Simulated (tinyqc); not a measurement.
Inside a calculation: temperature and isotope dependence of a band gap in oscillator models. Values are carried at full precision from step to step, so a last printed digit may differ when a step is redone from the rounded ones.

E(T) = E0 - sum_i sl_i th_i n_i(T), n = 1/(exp(th/T) - 1). The same coupling lowers the gap at 0 K by the zero-point term ZP = sum_i sl_i th_i/2, so the gap of the static lattice is E0 + ZP. Thermal expansion is taken as part of the slopes.

Inputs chosen for the exercise (near those of AlN; the results hold for these values, not for the real material): E0 = 6.128 eV (gap at 0 K); th = (256, 1049) K (temperatures of two oscillators); sl = (0.1221, 0.6409) meV/K (their high-temperature slopes); T = 400 K (temperature); M = 20.52 u (mean atomic mass); dM = -1.63 u (change of the mean mass (not bounded by the natural isotopes)); T12 = (580, 1330) K (temperatures of the fits).

## The gap at T

Give the occupations, the two terms, the gap, ZP and the static gap.

n_i: 1.11547  0.07831

terms (meV): 34.867  52.647

E(T) = 6.0405 eV
ZP = 351.78 meV
static gap = 6.4798 eV

The thermal fall, 87.5 meV, is smaller than the zero-point term, 351.8 meV; the soft oscillator supplies 40 % of the fall but 4 % of ZP. A calculation with clamped ions should be compared with the static gap.

## Slope and asymptote

dE/dT = -sum sl_i (th_i/T)^2 n_i (1 + n_i). At high T, n -> T/th - 1/2, so E -> E0 + ZP - (sum sl_i) T. Give the slope, its ratio to the limit, and the value at 0 K of the tangent drawn at T.

dE/dT = -0.4902 meV/K
ratio to the limiting slope = 0.6425
intercept of the tangent = 6.2366 eV
intercept - E0 = 108.57 meV

The tangent recovers 31 % of ZP: the extrapolation works only from T well above the higher oscillator (1049 K).

## Isotope effect

With M -> M + dM the oscillator temperatures scale as M^(-1/2) and the slopes stay. Give th, ZP, E0 (static gap fixed) and E(T) for the new mass, and the linear rule dE0 = ZP dM/(2 M).

th (K): 266.82  1093.32

ZP = 366.644 meV
shift of E0 = -14.863 meV
linear rule = -13.972 meV
shift of E(T) = -10.414 meV

The lighter crystal has the narrower gap. At 400 K 70 % of the shift at 0 K is left; it fades at high T, where the motion is classical and the mean-square amplitude no longer depends on mass.

## Two common fits

Two-parameter forms are made to pass through the falls at the two temperatures T12: Varshni aV T^2/(T + bV), from the line T^2/fall = (T + bV)/aV; one oscillator s1 t1/(exp(t1/T) - 1), with t1 from the ratio of the falls.

Give the falls and the parameters.

falls (meV): 188.1072  707.2472

aV = 1.0522 meV/K
bV = 1302 K
t1 = 865.8 K
s1 = 0.7494 meV/K
ZP of the one-oscillator fit = 324.4 meV

The limiting slope of the model is 0.7630 meV/K; Varshni puts it +38 % off and one oscillator -2 %. The ZP of the fit differs from the true one by -27.4 meV.

## Checks

- Slope by finite differences against the formula (meV/K): both 0.49021.
- Fall at 20 times the higher oscillator temperature against the asymptote (meV): 15659 against 15656.

tinyqc: `OMP_NUM_THREADS=1 python tinyqc.py 1880666 1880667 out.jsonl`; about 0.01 s, one thread, shared Intel(R) Xeon(R) Processor @ 2.30GHz.
